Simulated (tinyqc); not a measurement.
Inside a calculation. Model: elastic trap-assisted tunnelling through a dielectric.

tinyqc, about 0.04 s, one thread, Intel Xeon 2.30GHz (shared host): `OMP_NUM_THREADS=1 python tinyqc.py 2370110 2370111 out.jsonl` Printed values are rounded.

Emitter at x = 0 (Fermi level 0), collector at x = t (Fermi level -V), band edge U(x) = phi - F x, F = V/t. A trap at x has the energy E = U(x) - Et. With G(u) = (4/(3 F)) sqrt(mo/C) max(u, 0)^1.5, C = hbar^2/(2 m0): S1 = G(phi - E) - G(Et), S2 = G(Et) - G(phi - V - E), T1,2 = exp(-S1,2). The steady rate through one trap is nu T1 T2 (f1 - f2)/(T1 + T2), f1 = f(E), f2 = f(E + V), f(y) = 1/(1 + exp(y/Vt)); both contacts offer states at E.

Values chosen for this exercise; dielectric values close to those of hafnium oxide: temperature T = 300 K; barrier above the emitter Fermi level phi = 1.47 eV; tunnelling mass mo = 0.2 m0; thickness t = 7.9 nm; trap depth below the band edge of the dielectric Et = 1.08 eV; trap density Nt = 4.7e17 cm^-3; attempt frequency nu = 1e14 1/s; points of the grid n = 13; voltage V = 1.76 V; left end of the grid xa = 0.96 nm; right end of the grid xb = 3.48 nm.

Constants: q = 1.602176634e-19 C, kB = 1.380649e-23 J/K, hbar = 1.054571817e-34 J s, m0 = 9.1093837015e-31 kg, Vt = kB T/q, hbar^2/(2 m0) = 0.0380998212 eV nm^2. Results are converted to the units shown.

Range of the model: Phonon-assisted (inelastic) capture, chains of traps and a spread of trap depths are left out.

## Rate through a trap near the best position

n equally spaced x from xa to xb, where nearly all of the current flows; J = q Nt times the integral of the rate, by Simpson's rule.

```
point   x (nm)     E (eV)       S1       S2     f1 - f2  rate (1/s)
0      0.96000   0.176127   4.7909  15.3901  0.00109831     22744.0
1      1.17000   0.129342   5.8954  15.3901  0.00667186   1.38154e5
2      1.38000   0.082557   7.0192  15.3901   0.0394131   8.16002e5
3      1.59000   0.035772   8.1622  15.3901    0.200411   4.14722e6
4      1.80000  -0.011013   9.3240  15.3901    0.604915   1.24980e7
5      2.01000  -0.057797  10.5042  15.3901    0.903410   1.85681e7
6      2.22000  -0.104582  11.7027  15.3901    0.982799   1.98553e7
7      2.43000  -0.151367  12.9191  15.3901    0.997143   1.90405e7
8      2.64000  -0.198152  14.1532  15.3901    0.999531   1.60421e7
9      2.85000  -0.244937  15.4048  15.3901    0.999923   1.02777e7
10     3.06000  -0.291722  16.6735  15.3892    0.999987   4.49423e6
11     3.27000  -0.338506  17.9592  15.2436    0.999998   1.48800e6
12     3.48000  -0.385291  19.2616  14.9868     1.00000   4.25399e5
```

J = 0.169994 A/cm^2

A converged quadrature gives 0.1707 A/cm^2; this grid is 0.44 % below that. The rate peaks at x = 2.22 nm; traps sink below the emitter Fermi level beyond x = 1.75 nm.

## The best-placed trap against direct tunnelling

xs = 2.22 nm

At x = xs: E, S1, S2 and the occupation (T1 f1 + T2 f2)/(T1 + T2). Direct tunnelling at E = 0 has S = (4/(3 F)) sqrt(mo/C) [phi^1.5 - max(phi - V, 0)^1.5].

E = -0.104582 eV
S1 = 11.7027
S2 = 15.3901
occupation = 0.958794
S of direct tunnelling = 24.4390

The harder of the two steps has S = 15.4, 63.0 % of the direct exponent: the trap splits one long tunnelling path into two short ones.
